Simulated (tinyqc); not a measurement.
Worked calculation: Koster-Slater impurity in a tight-binding band, by Green functions and by supercells. Computed by tinyqc, a small Python program that keeps every step. Command: `OMP_NUM_THREADS=1 python tinyqc.py 3014822 3014823 out.jsonl kosterslater walk`. One thread of a shared host (Intel(R) Xeon(R) Processor @ 2.30GHz), about 0.05 s of CPU time with the checks. Intermediate numbers are printed to about 7 digits and carried at full precision; extremes and crossings named in words are read from the listed rows.

One orbital per site, e(k) = -2 t sum cos(k_i) over 3 direction(s), band from -6 t to 6 t, lattice constant 1. One site has the extra energy U. Spin is left out.

Inputs (values chosen for the exercise, for a model band):

| quantity | value | unit |
|---|---|---|
| hopping t | 0.95 | eV |
| impurity potential U | -7.71 | eV |
| supercell edge N | 3 | sites |
| energy inside the band E | 2.42 | eV |
| broadening eta | 0.076 | eV |
| impurity concentration c | 0.0002 | per site |

Lattice: simple cubic.

Constants: hbar = 6.582119569e-16 eV s.

## The host Green function outside the band

Outside the band G0(E) = (1/pi) int_0^pi dk (2/(pi z)) K(16 t^2/z^2), z = E + 2 t cos k, K the complete elliptic integral with parameter m; 200 Gauss-Legendre points. A bound state solves 1/U = G0(E). Energies: 0.05, 0.2, 0.5, 1, 2, 4 and 8 t beyond the band edge on the side of U, rounded to four digits.

Scan on the side of U:

| E (eV) | G0 (1/eV) | 1/U - G0 (1/eV) |
|---|---|---|
| -5.747 | -0.2468840 | 0.1171823 |
| -5.890 | -0.2269568 | 0.0972551 |
| -6.175 | -0.2040765 | 0.0743748 |
| -6.650 | -0.1794987 | 0.0497971 |
| -7.600 | -0.1483489 | 0.0186472 |
| -9.500 | -0.1127864 | -0.0169153 |
| -13.300 | -0.0776870 | -0.0520147 |

G0 stays finite at the band edge, 0.252731/t in size, so binding needs |U| > 3.957 t.

## The bound state

Bisection in ln(distance from the edge) between 1e-5 t and |U| + t. Weight on the impurity site: -1/(U^2 dG0/dE), by a central difference with step min(1e-4 t, distance/30). Decay length along an axis: 1/arccosh(1 + distance/(2 t)).

level E_b = -8.448257 eV

distance from the band edge = 2.748257 eV

weight on the impurity site = 0.8937997

decay length = 0.6480356 sites

The state is compact: most of it sits on the impurity.

## Green function inside the band

Inside the band G0(z), z = E + i eta, comes from the chain form 1/(sqrt(y - 2t) sqrt(y + 2t)) (principal roots) at y = z + 2 t cos k + 2 t cos k', averaged over k and k' in (0, pi) with 200 Gauss-Legendre points each.

G0(E + i eta) = 0.3128016-0.3019860i 1/eV

## Scattering

T = U/(1 - U G0); phase shift delta = -arg(1 - U G0) in (-pi, pi]; host density of states -Im G0/pi; on the impurity -Im[G0/(1 - U G0)]/pi; lifetime of a band state hbar/(-2 c Im T).

T matrix = -1.541798-1.052199i eV

phase shift delta = 0.5988496 rad

host density of states = 0.09612514 1/eV

density of states on the impurity = 0.005634291 1/eV

scattering lifetime = 1563.896 fs

The Born approximation would take Im T = U^2 Im G0 = -18.0 eV, 17.1 times the full value.

## The level in the supercell

In a periodic cell of N sites along each direction with Bloch vector K, the level solves 1/U = N^-d sum_k 1/(E - e(k)), k_i = (2 pi m_i + K_i)/N, m_i = 0..N-1; the outermost root on the side of U is taken (bisection). d is the number of directions. Gamma means K_i = 0, the zone corner K_i = pi, the quarter point K_i = pi/2. The error is measured against the isolated level E_b.

level at Gamma = -8.562826 eV

level at the corner = -8.343090 eV

level at the quarter point = -8.447769 eV

error at Gamma = -0.1145690 eV

width between Gamma and the corner = 0.2197362 eV

Images turn the level into a band 0.220 eV wide; the quarter point misses the isolated level by 4.9e-4 eV, far less than Gamma, because the leading hopping between images averages out there.

## Convergence with cell size

Even N; errors against the isolated level E_b, set to 0 below 1e-6 t.

Error of the level (eV):

| N | sites | Gamma | corner | quarter point |
|---|---|---|---|---|
| 2 | 8 | -7.305128e-01 | 7.382574e-01 | 1.670410e-02 |
| 4 | 64 | -1.790406e-02 | 1.670410e-02 | 1.609386e-05 |
| 6 | 216 | -4.990347e-04 | 4.884623e-04 | 0 |
| 8 | 512 | -1.617995e-05 | 1.609386e-05 | 0 |
| 10 | 1000 | 0 | 0 | 0 |
| 12 | 1728 | 0 | 0 | 0 |

The error at Gamma falls exponentially, between the last two resolved rows by exp(-1.714) per site against 1/(decay length) = 1.543; the rest is the power-law prefactor of the Green function. Gamma and the corner err in opposite directions. Among the sizes listed an error below 1 meV is first reached at N = 6 at Gamma; at the quarter point N = 4 is enough.

## Phase shift across the band

delta/pi = -arg(1 - U G0)/pi counts the states added below E (Friedel); host DOS = -Im G0/pi, DOS on the impurity = -Im[G0/(1 - U G0)]/pi; 13 evenly spaced energies from -(band edge + |U| + 2t) to +(band edge + |U| + 2t).

Across the spectrum:

| E (eV) | Re G0 (1/eV) | host DOS (1/eV) | DOS on the impurity (1/eV) | delta/pi |
|---|---|---|---|---|
| -15.31000 | -0.0669187 | 0.0001111 | 0.00047428 | 0.0017701 |
| -12.75833 | -0.0812297 | 0.0001659 | 0.00118769 | 0.0034224 |
| -10.20667 | -0.1038723 | 0.0002789 | 0.00702555 | 0.0107953 |
| -7.65500 | -0.1469165 | 0.0006096 | 0.03418025 | 0.9647348 |
| -5.10333 | -0.2690537 | 0.0233321 | 0.01583201 | 0.8458631 |
| -2.55167 | -0.3111542 | 0.0898992 | 0.01342030 | 0.6817767 |
| 0.00000 | 0.0000000 | 0.1477166 | 0.01070279 | 0.4132492 |
| 2.55167 | 0.3111542 | 0.0898992 | 0.00551707 | 0.1813608 |
| 5.10333 | 0.2690537 | 0.0233321 | 0.00238781 | 0.0578663 |
| 7.65500 | 0.1469165 | 0.0006096 | 0.00013401 | 0.0022037 |
| 10.20667 | 0.1038723 | 0.0002789 | 0.00008601 | 0.0011942 |
| 12.75833 | 0.0812297 | 0.0001659 | 0.00006273 | 0.0007865 |
| 15.31000 | 0.0669187 | 0.0001111 | 0.00004836 | 0.0005652 |

delta/pi starts and ends near zero (+0.002 and +0.001): the impurity moves states but creates none. delta/pi rises at the bound state below the band (-8.448 eV), reaches 0.96 among these rows (1 in the limit of small eta, just above the level) and is paid back by the top of the band.

Checks made by the program: G0 at the level by a direct sum over directions (relative difference below 1e-10).
